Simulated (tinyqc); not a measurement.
Charge control and current of a heterostructure field-effect transistor: one step, computed by the program tinyqc. Command: `OMP_NUM_THREADS=1 python tinyqc.py 3017196 3017197 out.jsonl hemt walk`. One thread of a shared host (Intel(R) Xeon(R) Processor @ 2.30GHz), about 0.01 s of CPU time with the checks.

Two subbands in a triangular well; E_F is counted from the conduction band edge of the channel at the interface.

Question. Saturation current. With V = e n_s/C_g and V_c = v_s L/mu: for v = mu F up to v_s, I/W = C_g v_s V_c (sqrt(1 + (V/V_c)^2) - 1) and V_Dsat = V + V_c - sqrt(V^2 + V_c^2); g_m = dI/dV; extrinsic g_m/(1 + g_m R_S); f_T = g_m/(2 pi C_g L).

Inputs (values chosen for the exercise, modelled on AlGaN/GaN):
```
quantity                 value        unit
mobility mu               2100  cm^2/(V s)
saturation velocity v_s    1.1    1e7 cm/s
gate length L              690          nm
source resistance R_S        0      ohm mm
temperature T              300           K
```

Charge source: polarisation. Velocity law: two-piece.

sheet density n_s = 5.257897e+12 1/cm^2

gate capacitance C_g = 0.5756636 microfarad/cm^2

Constants: e = 1.602176634e-19 C.

Give: V; V_c; V_Dsat; saturation current I/W; intrinsic g_m; extrinsic g_m; intrinsic f_T.

Answer.

V = 1.463 V

V_c = 0.3614 V

V_Dsat = 0.3175 V

saturation current I/W = 725.6 mA/mm

intrinsic g_m = 614.8 mS/mm

extrinsic g_m = 614.8 mS/mm

intrinsic f_T = 24.63 GHz

V/V_c = 4.05: velocity saturation rules; I is 78 % of e n_s v_s = 927 mA/mm.
